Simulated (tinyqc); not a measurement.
Extended Hueckel theory, for H6, step by step. One step of it, computed by the program tinyqc.

Problem. Orbitals. Solve H C = S C e through S^(-1/2); fill by pairs from the bottom, a degenerate level sharing its electrons equally; each orbital has its largest coefficient positive (the first on a tie).

H (eV):
```
            1H 1s       2H 1s       3H 1s       4H 1s       5H 1s       6H 1s
1H 1s  -13.600000  -11.043896   -2.579259   -0.536595   -0.075575   -0.010952
2H 1s  -11.043896  -13.600000   -9.648014   -2.579259   -0.435483   -0.075732
3H 1s   -2.579259   -9.648014  -13.600000  -11.043896   -2.574958   -0.536595
4H 1s   -0.536595   -2.579259  -11.043896  -13.600000   -9.635794   -2.579259
5H 1s   -0.075575   -0.435483   -2.574958   -9.635794  -13.600000  -11.057022
6H 1s   -0.010952   -0.075732   -0.536595   -2.579259  -11.057022  -13.600000
```

overlap S:
```
          1H 1s     2H 1s     3H 1s     4H 1s     5H 1s     6H 1s
1H 1s  1.000000  0.541367  0.126434  0.026304  0.003705  0.000537
2H 1s  0.541367  1.000000  0.472942  0.126434  0.021347  0.003712
3H 1s  0.126434  0.472942  1.000000  0.541367  0.126223  0.026304
4H 1s  0.026304  0.126434  0.541367  1.000000  0.472343  0.126434
5H 1s  0.003705  0.021347  0.126223  0.472343  1.000000  0.542011
6H 1s  0.000537  0.003712  0.026304  0.126434  0.542011  1.000000
```

valence electrons = 6

Give: orbital energies; occupations; coefficients; sum of one-electron energies.

Solution.

orbital energies (eV): -17.1820  -16.1881  -14.1460  -8.7975  -1.6581  8.3895

occupations: 2.0000  2.0000  2.0000  0.0000  0.0000  0.0000

coefficients:
```
          MO1      MO2      MO3      MO4      MO5      MO6
1H 1s  0.1870  -0.3663   0.4909   0.6354  -0.6724   0.4452
2H 1s  0.2842  -0.3912   0.1972  -0.3864   0.8890  -0.8376
3H 1s  0.3477  -0.1493  -0.4246  -0.5484  -0.3657   1.1036
4H 1s  0.3476   0.1488  -0.4251   0.5496  -0.3640  -1.1029
5H 1s  0.2841   0.3915   0.1969   0.3848   0.8902   0.8373
6H 1s  0.1871   0.3668   0.4899  -0.6342  -0.6745  -0.4458
```

sum of one-electron energies = -95.0323 eV
